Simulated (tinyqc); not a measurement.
Keating valence-force model of a tetrahedral crystal: one step, computed by the program tinyqc. Command: `OMP_NUM_THREADS=1 python tinyqc.py 3020342 3020343 out.jsonl keating walk`. One thread of a shared host (Intel(R) Xeon(R) Processor @ 2.30GHz), about 0.04 s of CPU time with the checks.

Atom A sits at 0 and atom B at a/4 (1,1,1) of an fcc lattice; the four bonds from A are t = a/4 (1,1,1), a/4 (1,-1,-1), a/4 (-1,1,-1), a/4 (-1,-1,1), of length d = sqrt(3) a/4. Energy: E = (3 alpha/(8 d^2)) sum over bonds (r.r - d^2)^2 + (3 beta/(8 d^2)) sum over pairs of bonds at one atom (r_i.r_j + d^2/3)^2, with beta_A for the six pairs at A and beta_B for the six at B. The cell holds two atoms, Omega = a^3/4. 1 N/m = 1 J/m^2. With constants fitted to the elastic moduli this model puts optical and zone-boundary frequencies of real crystals too high, by up to about 20 % in elemental crystals and up to about 50 % in compounds, and mostly by more for TA modes; in compounds the lattice part of the static dielectric constant then comes out too low.

Question. Elastic constants and internal strain. beta = (beta_A + beta_B)/2; C11 = (alpha + 3 beta)/a, C12 = (alpha - beta)/a, C44 = 4 alpha beta/(a (alpha + beta)); with the two sublattices clamped C44(0) = (alpha + beta)/a; internal-strain parameter zeta = (alpha - beta)/(alpha + beta); B = (C11 + 2 C12)/3.

Inputs (values chosen for the exercise, modelled on gallium antimonide): lattice constant a = 6.096 angstrom; bond stretching alpha = 32.5 N/m; bond bending beta_A = 7.39 N/m; bond bending beta_B = 7.39 N/m.

Structure: zinc blende.

Give: C11; C12; C44; clamped C44(0); internal-strain parameter zeta; bulk modulus B.

Answer.

C11 = 89.68 GPa

C12 = 41.19 GPa

C44 = 39.51 GPa

clamped C44(0) = 65.44 GPa

internal-strain parameter zeta = 0.6295

bulk modulus B = 57.35 GPa

Letting the sublattices shift lowers C44 by 40 %, which is zeta^2. A shear is shared between bond lengths and angles. The model fixes 2 C44 (C11 + C12)/((C11 - C12)(C11 + 3 C12)) = 1.000 whatever alpha and beta are.
